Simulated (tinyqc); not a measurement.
Carrier lifetime from Shockley-Read-Hall, radiative, Auger and surface recombination: one step, computed by the program tinyqc.

Energies are counted from the top of the valence band. Boltzmann statistics, full ionisation, and equal excess densities of electrons and holes.

Task: Capture times and SRH densities. v = sqrt(3 k_B T/m) with m_e or m_h; tau_n0 = 1/(sigma_n v_n N_t), tau_p0 = 1/(sigma_p v_p N_t); n1 = N_c exp(-(E_g - E_t)/k_B T), p1 = N_v exp(-E_t/k_B T).

Inputs (values chosen for the exercise, with bands modelled on germanium):
```
quantity                          value   unit
gap E_g                           0.672     eV
electron mass m_e                 0.225    m_0
hole mass m_h                     0.352    m_0
temperature T                       250      K
trap level E_t                    0.243     eV
trap density N_t                2.4e+12  cm^-3
electron cross-section sigma_n  3.5e-15   cm^2
hole cross-section sigma_p      1.7e-15   cm^2
```

Doping: n-type. Surface term: two equal surfaces.

N_c = 8.149555e+18 cm^-3

N_v = 3.986705e+18 cm^-3

Constants: k_B = 1.380649e-23 J/K; m_0 = 9.1093837015e-31 kg; k_B = 8.617333262e-05 eV/K.

Give: v_n; v_p; tau_n0; tau_p0; n1; p1.

Result:

v_n = 2.2477e+07 cm/s

v_p = 1.7970e+07 cm/s

tau_n0 = 5.2964e-06 s

tau_p0 = 1.3639e-05 s

n1 = 1.8318e+10 cm^-3

p1 = 5.0344e+13 cm^-3
